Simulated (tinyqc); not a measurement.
Arrhenius plot from several rate windows.

Emission rate en = sn vth(T) Nc(T) exp(-Et/kB T) = sn g T^2 exp(-Et/kB T), g = vth Nc/(300 K)^2, as vth goes as T^0.5 and Nc as T^1.5 (degeneracy factor 1). Each window ew gives the temperature where en = ew.

Values chosen for this exercise; material values close to those of silicon: conduction-band density of states at 300 K Nc = 2.77e19 cm^-3; thermal velocity at 300 K vth = 2.2e7 cm/s; depth of the trap below the conduction edge Et = 0.2 eV; capture cross-section sn = 9.4e-17 cm^2.

Constants: q = 1.602176634e-19 C, kB = 1.380649e-23 J/K. Results are converted to the units shown.

Result of one run:
```
ew (1/s)	T peak (K)	q/kB T (1/eV)	ln(ew/T^2)	ln ew
15	115.2	100.7	-6.785	2.708
```

What becomes of these results when the rate window ew is changed from 15 to 1.7 1/s, all else the same?

Result of the changed run:
```
ew (1/s)	T peak (K)	q/kB T (1/eV)	ln(ew/T^2)	ln ew
1.7	104.8	110.7	-8.774	0.5306
```

The whole series:
```
ew (1/s)	T peak (K)	q/kB T (1/eV)	ln(ew/T^2)	ln ew
1.7	104.8	110.7	-8.774	0.5306
5.1	109.8	105.7	-7.769	1.629
15	115.2	100.7	-6.785	2.708
47	121.4	95.56	-5.749	3.850
140	128.0	90.63	-4.763	4.942
430	135.6	85.59	-3.755	6.064
1300	143.9	80.66	-2.768	7.170
3900	153.1	75.79	-1.794	8.269
```

The peak rises from 105 to 153 K. ln(ew/T^2) against q/kB T is a straight line of slope -0.2000 eV, the trap depth. Its intercept gives sn = 9.40e-17 cm^2. Leaving out the T^2 gives 0.2217 eV, too high by about 2 kB T.

Program tinyqc, `OMP_NUM_THREADS=1 python tinyqc.py 2050148 2050149 out.jsonl`; Intel Xeon 2.30GHz, shared host, one thread, about 0.01 s.
